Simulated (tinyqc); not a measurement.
Shallow acceptor in the spherical four-band model: one step. Matrices in a small basis. Three cases, with inputs chosen for the exercise.

Question. Form S and H.

The ground state 1S3/2 has an L = 0 part f(r) and an L = 2 part g(r). In units of Ry* and a*, with Gaussians f_i = exp(-a_i r^2), g_i = r^2 exp(-a_i r^2), A = a_i + a_j and I(n) = Gamma((n + 1)/2)/(2 A^((n + 1)/2)): S_ff = I(2), S_gg = I(6), H_ff = (6 a_i a_j/A) I(2) - 2 I(1), H_gg = (14 a_i a_j/A) I(6) - 2 I(5), H_fg = -mu [15 I(2) - 20 a_j I(4) + 4 a_j^2 I(6)]; each function is then normalised. The split-off band is left out.

Case 1.

Values chosen (out of a larger set: near those of a shallow acceptor in Ge; not measured data): al = (0.429, 2.58, 15.5) 1/a*^2 (exponents a_i, the same for f and g).

mu = 0.764750

Case 2.

Values chosen (out of a larger set: near those of a shallow acceptor in Si, where the small spin-orbit splitting and strong warping make this model rough; not measured data): al = (0.429, 2.58) 1/a*^2 (exponents a_i, the same for f and g).

mu = 0.468998

Case 3.

Values chosen (out of a larger set: near those of a shallow acceptor in Ge; not measured data): al = (1.04, 6.23) 1/a*^2 (exponents a_i, the same for f and g).

mu = 0.761905

Give: S; H.

Answer.

Case 1.

S:
```
        f1      f2      f3      g1      g2      g3
f1  1.0000  0.5847  0.1842       0       0       0
f2  0.5847  1.0000  0.5851       0       0       0
f3  0.1842  0.5851  1.0000       0       0       0
g1       0       0       0  1.0000  0.2859  0.0193
g2       0       0       0  0.2859  1.0000  0.2863
g3       0       0       0  0.0193  0.2863  1.0000
```

H (Ry*):
```
         f1       f2        f3       g1        g2        g3
f1  -0.8034  -0.9986   -1.1979  -1.2706   -0.3633   -0.0245
f2  -0.9986   2.6136    2.1502  -2.1850   -7.6416   -2.1878
f3  -1.1979   2.1502   33.9349  -0.8866  -13.1438  -45.9089
g1  -1.2706  -2.1850   -0.8866   1.8881    0.8755    0.0201
g2  -0.3633  -7.6416  -13.1438   0.8755   15.3259    7.4003
g3  -0.0245  -2.1878  -45.9089   0.0201    7.4003  101.7986
```

Case 2.

S:
```
        f1      f2      g1      g2
f1  1.0000  0.5847       0       0
f2  0.5847  1.0000       0       0
g1       0       0  1.0000  0.2859
g2       0       0  0.2859  1.0000
```

H (Ry*):
```
         f1       f2       g1       g2
f1  -0.8034  -0.9986  -0.7792  -0.2228
f2  -0.9986   2.6136  -1.3400  -4.6864
g1  -0.7792  -1.3400   1.8881   0.8755
g2  -0.2228  -4.6864   0.8755  15.3259
```

Case 3.

S:
```
        f1      f2      g1      g2
f1  1.0000  0.5860       0       0
f2  0.5860  1.0000       0       0
g1       0       0  1.0000  0.2873
g2       0       0  0.2873  1.0000
```

H (Ry*):
```
         f1        f2       g1        g2
f1  -0.1347   -0.4322  -3.0689   -0.8818
f2  -0.4322   10.7239  -5.2824  -18.3838
g1  -3.0689   -5.2824   5.5441    2.6527
g2  -0.8818  -18.3838   2.6527   39.3614
```

Computed by tinyqc, one run a case: `OMP_NUM_THREADS=1 python tinyqc.py N N+1 out.jsonl` with N = 1250697, 1250813, 1251371; one thread of a shared Intel(R) Xeon(R) Processor @ 2.30GHz, about 0.07 s a run at most.
